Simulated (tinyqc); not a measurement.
## Elastic trap-assisted tunnelling through a dielectric: effect of the trap depth

Emitter at x = 0 (Fermi level 0), collector at x = t (Fermi level -V), band edge U(x) = phi - F x, F = V/t. A trap at x has the energy E = U(x) - Et. With G(u) = (4/(3 F)) sqrt(mo/C) max(u, 0)^1.5, C = hbar^2/(2 m0): S1 = G(phi - E) - G(Et), S2 = G(Et) - G(phi - V - E), T1,2 = exp(-S1,2). The steady rate through one trap is nu T1 T2 (f1 - f2)/(T1 + T2), f1 = f(E), f2 = f(E + V), f(y) = 1/(1 + exp(y/Vt)); both contacts offer states at E.

J = q Nt times the integral of the rate over x. Direct S = (4/(3 F)) sqrt(mo/C) [phi^1.5 - max(phi - V, 0)^1.5].

Values chosen for this exercise; dielectric values close to those of aluminium oxide: temperature T = 350 K; barrier above the emitter Fermi level phi = 2.67 eV; tunnelling mass mo = 0.41 m0; thickness t = 5.6 nm; trap density Nt = 1.5e18 cm^-3; attempt frequency nu = 1e14 1/s; voltage V = 2.1 V.

Constants: q = 1.602176634e-19 C, kB = 1.380649e-23 J/K, hbar = 1.054571817e-34 J s, m0 = 9.1093837015e-31 kg, Vt = kB T/q, hbar^2/(2 m0) = 0.0380998212 eV nm^2. Results are converted to the units shown.

The same in every row: direct S = 45.9.

Effect of the trap depth:
```
Et (eV)  J (A/cm^2)  x of the peak over t  larger S there
1.2        4.40e-10                 0.675            34.0
1.42        3.40e-8                 0.570            29.6
1.64        2.69e-6                 0.466            24.9
1.85        2.30e-5                 0.418            23.5
2.07        5.80e-6                 0.425            25.4
2.29        1.10e-6                 0.434            26.9
2.5         2.52e-7                 0.441            28.3
2.72        6.00e-8                 0.446            29.7
2.94        1.55e-8                 0.451            31.0
```

J goes from 4.40e-10 through a maximum of 2.30e-5 (at Et = 1.85 eV among the rows listed) to 1.55e-8 A/cm^2. Shallow traps near the emitter lie above its Fermi level and stay empty, while deep traps face higher barriers, so a middle depth conducts best.

Range of the model: Phonon-assisted (inelastic) capture, chains of traps and a spread of trap depths are left out.

tinyqc, about 0.04 s, one thread, Intel Xeon 2.30GHz (shared host): `OMP_NUM_THREADS=1 python tinyqc.py 2370135 2370136 out.jsonl`
